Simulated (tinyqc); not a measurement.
From results back to parameters: Shockley-Read-Hall recombination through one deep level. Three cases, with inputs chosen for the exercise.

Problem. Deep-level transient spectroscopy: the emission rate is en = gam sigma T^2 exp(-dE/kB T), dE = Ec - Et. Two rates were computed from hidden dE and sigma.

Constants: kB = 8.617333262e-05 eV/K.

Find: ln(en/T^2) at T1 and T2; dE; sigma.

Method. ln(en/T^2) against 1/T is a line of slope -dE/kB and intercept ln(gam sigma); plotting ln en alone would overstate dE by about 2 kB T.

Case 1.

Values chosen (out of a larger set: gap and densities of states near those of Si at this temperature; not measured data): gam = 5e+21 1/(cm^2 s K^2) (vth Nc/T^2, which does not depend on T); T1 = 280 K; T2 = 313 K.

en(T1) = 2.97013 1/s
en(T2) = 46.5912 1/s

Solution.

ln(en/T^2) at T1 and T2: -10.1810  -7.6510

dE = 0.579 eV
sigma = 2.0e-16 cm^2

Case 2.

Values chosen (out of a larger set: gap and densities of states near those of GaN at this temperature; not measured data): gam = 4.1e+20 1/(cm^2 s K^2) (vth Nc/T^2, which does not depend on T); T1 = 411 K; T2 = 480 K.

en(T1) = 1.65280 1/s
en(T2) = 71.2973 1/s

Solution.

ln(en/T^2) at T1 and T2: -11.5347  -8.0807

dE = 0.851 eV
sigma = 6.5e-16 cm^2

Case 3.

Values chosen (out of a larger set: gap and densities of states near those of Si at this temperature; not measured data): gam = 5.4e+21 1/(cm^2 s K^2) (vth Nc/T^2, which does not depend on T); T1 = 300 K; T2 = 354 K.

en(T1) = 111.349 1/s
en(T2) = 6050.97 1/s

Solution.

ln(en/T^2) at T1 and T2: -6.6949  -3.0306

dE = 0.621 eV
sigma = 6.2e-15 cm^2

Computed by tinyqc, one run a case: `OMP_NUM_THREADS=1 python tinyqc.py N N+1 out.jsonl` with N = 1652661, 1652715, 1652753; one thread of a shared Intel(R) Xeon(R) Processor @ 2.30GHz, about 0.01 s a run at most.
